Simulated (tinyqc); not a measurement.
Comparisons within one model: core-shell quantum dot (spherical envelope functions). A value that a table varies takes the place of the one given here.

Parabolic bands; strain and other valleys are left out. s states, u = r psi, hard wall at R + H, c = hbar^2/2m0, energies from the band edges of the core. Core: u = sin(k1 r)/k1, k1 = sqrt(m1 E/c). At R, psi and psi'/m are continuous, so u is continuous and its slope in the shell is s = u/R + (m2/m1)(u' - u/R). Shell: u(R + x) = u(R) cos(k2 x) + s sin(k2 x)/k2, k2 = sqrt(m2 (E - V)/c); for negative arguments the functions turn into sinh and cosh. A level has u(R + H) = 0.

Overlap = (integral of u_e u_h)^2 with normalised u. Coulomb integrals J_ab = (q/eps) double integral of u_a(r)^2 u_b(s)^2/max(r, s), q = e^2/(4 pi eps0), one eps everywhere. Exciton E = Eg + E_e + E_h - J_eh; first-order biexciton shift J_ee + J_hh - 2 J_eh (positive: repulsive).

Constants: hbar^2/2m0 = 3.80998211 eV angstrom^2; e^2/(4 pi eps0) = 14.39964547 eV angstrom; hc = 1239.841984 eV nm.

Values chosen for the exercise (near those of a CdTe/CdSe core-shell dot; the results hold for these values, not for the real material): R = 24 angstrom (core radius); Vc = -0.286 eV (conduction edge of the shell above that of the core); Vv = 0.552 eV (hole barrier of the shell); me1 = 0.102 m0 (electron, core); me2 = 0.129 m0 (electron, shell); mh1 = 0.356 m0 (hole, core); mh2 = 0.44 m0 (hole, shell); Eg = 1.494 eV (gap of the core); eps = 7.2 (dielectric constant); Hs = (3, 7, 12, 21, 32, 45, 63) angstrom (shell thicknesses); H = 35 angstrom (shell thickness).

## Growing the shell

All quantities anew for each H.

Results:
```
H (angstrom)  E_e (eV)  E_h (eV)  electron in core  overlap  J_eh (meV)  E (eV)  biexciton shift (meV)
3               0.4709    0.1429             0.986    0.998       129.8   1.978                    0.1
7               0.3098    0.1272             0.890    0.952       114.4   1.817                    2.2
12              0.1614    0.1243             0.680    0.782        99.8   1.680                   10.3
21             -0.0144    0.1239             0.336    0.425        79.5   1.524                   29.6
32             -0.1269    0.1239             0.143    0.194        64.2   1.427                   46.8
45             -0.1908    0.1239             0.063    0.089        53.3   1.374                   59.3
63             -0.2314    0.1239             0.026    0.038        43.6   1.343                   70.1
```

How do the results move?

The line moves by -635 meV: the electron gives -702, the hole -19 and the weaker attraction +86 meV. Over the last step E_e moves by -40.6 meV and E_h by 0.0 meV; the electron level lies above the shell edge Vc, so at this thickness it still spreads with the shell; whether a thicker shell brings it below Vc depends on whether the core binds a level at all. The overlap goes from 0.998 to 0.038, which scales the radiative lifetime by 26.2 if the rate is proportional to it. Up to H = 7 angstrom E_e exceeds 0.15 Eg, where a parabolic band overstates it.

## What each parameter does

All quantities anew. Each row changes one parameter from the base and keeps the others.

Results:
```
case             E (eV)  overlap  electron in core  biexciton shift (meV)
base              1.411    0.159             0.116                   50.2
R = 21 angstrom   1.436    0.170             0.106                   56.0
H = 40 angstrom   1.389    0.117             0.084                   55.1
Vc = -0.186 eV    1.494    0.214             0.160                   45.6
Vv = 0.414 eV     1.404    0.190             0.116                   46.5
me2 = 0.161 m0    1.391    0.138             0.098                   52.2
mh1 = 0.285 m0    1.427    0.179             0.116                   45.6
eps = 8.3         1.419    0.159             0.116                   43.5
```

How do the results move?

The largest shifts from the base row, up to three for each result and ties (the steps differ in size, so this ranks the rows, not the parameters). E (eV): Vc +0.083, R +0.025, H -0.021. overlap: Vc +0.054, H -0.042, Vv +0.030; unchanged at the printed digits by eps. electron in core: Vc +0.044, H -0.032, me2 -0.018; unchanged at the printed digits by Vv, mh1 and eps. biexciton shift (meV): eps -6.7, R +5.9, H +4.9.

tinyqc: `OMP_NUM_THREADS=1 python tinyqc.py 1252119 1252120 out.jsonl`; about 0.06 s, one thread, shared Intel(R) Xeon(R) Processor @ 2.30GHz.
